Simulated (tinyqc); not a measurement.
# Permittivity and interface capacitance from two thicknesses

Question. 1/C = t/(eps0 ek) + 2/ci for planar capacitors that differ only in thickness. Find ek, ci and the EOT of the interfaces, 2 x 3.9 eps0/ci.

Constants: eps0 = 8.8541878128e-14 F/cm where lengths are in cm. Results are converted to the units shown.

C at t = 4.9 and 15 nm (uF/cm^2): [3.5025888, 1.1645229]

Solution. 1/C is a straight line in t: the slope gives ek and the intercept 2/ci. A single thickness would give only the effective permittivity; when the interfaces are a small part of 1/C, ci needs very accurate data.

ek = 19.90
ci = 270.0 uF/cm^2
EOT of the interfaces = 0.02558 nm

tinyqc, about 0.01 s, one thread, Intel Xeon 2.30GHz (shared host): `OMP_NUM_THREADS=1 python tinyqc.py 2102191 2102192 out.jsonl`
